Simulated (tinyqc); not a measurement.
Inside a calculation. Method: lattice vibrations of a chain. Computed by tinyqc, a small Python program that keeps every step. Command: `OMP_NUM_THREADS=1 python tinyqc.py 31373 31374 out.jsonl` (the two numbers bound the seeds that draw the settings). One thread of a shared host (Intel(R) Xeon(R) Processor @ 2.60GHz), about 0.01 s of CPU time with the checks.

## Dynamical matrix at q = 0.43

A chain moving along its axis:
```
atom   mass (u)  spring to the next atom (eV/angstrom^2)
1     43.200000                                17.500000
2     60.100000                                24.500000
3     57.700000                                23.800000
4     51.700000                                26.700000
```

q is in units of 2 pi/a. A spring k from atom i to atom j, n cells on, adds k to Phi_ii and Phi_jj, -k exp(2 pi i q n) to Phi_ij and the conjugate to Phi_ji (for one atom a cell: 2k (1 - cos 2 pi q n)); D_ij = Phi_ij / sqrt(m_i m_j).

D(q) (eV/(angstrom^2 u)):
```
[[1.023148, -0.343446, 0.000000, 0.511199+0.240552i],
 [-0.343446, 0.698835, -0.416046, 0.000000],
 [0.000000, -0.416046, 0.837088, -0.435756],
 [0.511199-0.240552i, 0.000000, -0.435756, 0.976789]]
```

## Frequencies

omega^2 are the eigenvalues; wavenumber = 521.4708 sqrt(eigenvalue) 1/cm.

eigenvalues: [0.181616, 0.326918, 1.329178, 1.698148]

wavenumbers (1/cm): [222.2, 298.2, 601.2, 679.5]

weights |e|^2 of the mass-weighted modes, order atom 1, atom 2, atom 3, atom 4:
```
[[0.133390, 0.299473, 0.168207, 0.398930],
 [0.275259, 0.321556, 0.382004, 0.021182],
 [0.344911, 0.135661, 0.411873, 0.107555],
 [0.246440, 0.243310, 0.037917, 0.472333]]
```

## Dispersion and heat capacity

C/k_B per atom = mean over q = (j + 1/2)/80, j = 0..39 and all branches of y^2 e^y/(e^y - 1)^2, y = hc wavenumber / k_B T.

Wavenumbers (1/cm):
```
q           branch 1    branch 2    branch 3    branch 4
0.000000    0.000000  455.092307  511.379840  702.064662
0.062500   33.318072  446.193332  518.966586  701.418732
0.125000   66.536860  426.672954  534.531092  699.508890
0.187500   99.552143  403.048653  551.491644  696.427498
0.250000  132.245660  377.353692  567.683589  692.361003
0.312500  164.460386  350.339132  582.117253  687.653922
0.375000  195.907792  322.517964  593.910783  682.924169
0.437500  225.607973  294.966302  601.919425  679.192217
0.500000  244.414627  276.871910  604.813808  677.729173
```

Heat capacity:
```
T (K)  C/k_B per atom
20           0.042962
50           0.108658
100          0.225965
200          0.487748
300          0.680121
600          0.895957
1200         0.971949
```

zero-point energy per atom = 27.252976 meV
